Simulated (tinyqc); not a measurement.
Inside a calculation. Method: Hubbard ring of 4 sites. Computed by tinyqc, a small Python program that keeps every step. Settings: hopping = 1.27, U = 10.3, mixing = 1, iteration cap = 66. Command: `OMP_NUM_THREADS=1 python tinyqc.py 25110 25111 out.jsonl` (the two numbers bound the seeds that draw the settings). One thread of a shared host (Intel(R) Xeon(R) Processor @ 2.60GHz), about 0.2 s of CPU time with the checks. Later iterations appear only in the table of the cycle.

## Mean-field iteration 1

one-body matrix (hopping and site energies) (eV), lower triangle:
```
           1          2          3          4
1  -0.470000
2  -1.270000   0.540000
3   0.000000  -1.270000   0.180000
4  -1.270000   0.000000  -1.270000  -0.240000
```

U = 10.300000 eV

electrons, up and down: 2  2

mixing = 1

n(up) at the start (a guess, not normalised): 1 0.800000, 2 0.200000, 3 0.800000, 4 0.200000

n(down) at the start (a guess): 1 0.200000, 2 0.800000, 3 0.200000, 4 0.800000

H(up) = T + U n(down), H(down) = T + U n(up); fill the lowest levels; n(new) = n + mixing (n(out) - n); E = tr T (rho up + rho down) + U sum n_up n_down of the output.

levels, up (eV): 0.938616  2.010142  8.257952  9.403290

levels, down (eV): 1.138579  2.332146  8.007382  9.131892

energy = -1.003999 eV

n(up) after iteration 1: 1 0.950850, 2 0.048210, 3 0.941247, 4 0.059692

n(down) after iteration 1: 1 0.067487, 2 0.931362, 3 0.055673, 4 0.945478

## Mean-field iteration 2

As before.

levels, up (eV): -0.247232  0.577853  9.693500  10.585879

levels, down (eV): -0.096670  0.832487  9.507380  10.366803

energy = -1.204817 eV

n(up) after iteration 2: 1 0.971028, 2 0.028648, 3 0.967778, 4 0.032546

n(down) after iteration 2: 1 0.035009, 2 0.964611, 3 0.031186, 4 0.969195

## Convergence

Each step fills the lowest levels of T + U n(other spin) and sets n(new) = n + mixing (n(out) - n); stop when output and input agree to 1e-8.

Course of the cycle:
```
iteration       E (eV)  largest |n(out) - n(in)|  mean |n_up - n_down|
1          -1.00399948                  1.52e-01              0.884469
2          -1.20481731                  3.32e-02              0.936306
3          -1.20823033                  2.95e-03              0.941946
4          -1.20826788                  3.58e-04              0.942530
5          -1.20826827                  3.20e-05              0.942589
6          -1.20826827                  3.62e-06              0.942595
7          -1.20826827                  3.34e-07              0.942595
8          -1.20826827                  3.71e-08              0.942595
9          -1.20826827                  3.46e-09              0.942595
```

local moments n_up - n_down: 1 0.942337, 2 -0.942287, 3 0.942853, 4 -0.942904

Converged in 9 iterations. Before convergence this energy mixes input and output and is not variational, so it may rise towards its limit.

## Exact diagonalisation (36 states)

Lowest levels of the sector, and the double occupancy of the lowest state.

lowest levels (eV): -1.652568  -1.232561  -0.635363  -0.585177  -0.582764  0.010000

double occupancy per site = 0.032087

The mean-field solution above lies 0.4443 eV above the exact energy.

## The lowest level by Lanczos steps

From a random start vector (not printed): a_j = <q_j|H|q_j>, b_j = norm of the remainder after orthogonalising; the Ritz value is the lowest eigenvalue of the tridiagonal matrix of a and b so far.

Lanczos:
```
j    a_j (eV)  b_j (eV)  lowest Ritz value (eV)
1    9.004178  6.736620              9.00417809
2   10.923311  8.575938              3.15912697
3    9.726053  4.303540             -0.74987180
4   11.209949  4.995292             -1.25110911
5   11.265758  9.013001             -1.34834104
6   10.316601  4.952337             -1.51151340
7   10.325253  3.241587             -1.62569150
8   13.427924  7.226889             -1.63714421
9   10.698866  6.055806             -1.64222736
10   6.939929  5.736245             -1.64728126
```
